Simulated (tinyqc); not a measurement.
## Ferroelectric with a first-order transition, Landau-Devonshire energy: polarisation and permittivity against temperature

One domain with free energy u = al P^2 + be P^4 + ga P^6 - E P, al = a0 (T - T0), be < 0 < ga (P in uC/cm^2, E in kV/cm, u in mJ/cm^3). Equilibrium: E = 2 al P + 4 be P^3 + 6 ga P^5; a state is stable against small changes where dE/dP > 0. The coercive field is that of uniform switching, which real films, switching by domains, do not reach.

Ps^2 = [-be + sqrt(be^2 - 3 al ga)]/(3 ga); Pc^2 = [-3 be + sqrt(9 be^2 - 15 al ga)]/(15 ga), Ec = -E(Pc); susceptibility chi = 1/(eps0 dE/dP). TC = T0 + be^2/(4 a0 ga), where u(Ps) = u(0); T1 = T0 + be^2/(3 a0 ga), where the polar minimum disappears. For the non-polar state chi0 = 1/(2 eps0 al).

Inputs (values chosen for the exercise): slope of the quadratic coefficient a0 = 0.016 kV cm/(uC K); Curie-Weiss temperature T0 = 450 K; quartic coefficient be = -0.00073 kV cm^5/uC^3; sixth-order coefficient ga = 3e-7 kV cm^9/uC^5.

Constants: eps0 = 8.8541878128e-14 F/cm where lengths are in cm. Results are converted to the units shown.

Results:
```
T (K)  Ps (uC/cm^2)  u(Ps) (mJ/cm^3)  Ec (kV/cm)  chi at Ps      chi0
250           53.51            -8105       260.8      266.8  unstable
390           46.09            -2458       98.26      562.3  unstable
425           43.14            -1339       60.97      802.8  unstable
442           41.30           -853.4       43.51       1028  unstable
457.4         39.20           -453.3       28.13       1407     47690
468.5         37.21           -193.3       17.34       1975     19080
475.9         35.43           -36.70       10.30       2812     13630
483.3         32.68            101.8       3.399       5722     10600
486.3         30.38            150.1      0.6450    1.516e4      9723
```

Estimate the missing row, T = 330 K.

Computed row:
```
T (K)  Ps (uC/cm^2)  u(Ps) (mJ/cm^3)  Ec (kV/cm)  chi at Ps      chi0
330           49.82            -4675       165.6      378.3  unstable
```

With this row back in the table: Ps falls from 53.5 to 30.4 uC/cm^2 without reaching zero, Ec falls from 261 to 0.645 kV/cm and chi rises from 267 to 15200. u(Ps) turns positive at TC = 477.8 K: the 2 row(s) above it are metastable, up to T1 = 487.0 K. Between T0 = 450 K and TC the non-polar state is the metastable one.

Program tinyqc, `OMP_NUM_THREADS=1 python tinyqc.py 2860049 2860050 out.jsonl`; Intel Xeon 2.30GHz, shared host, one thread, about 0.01 s.
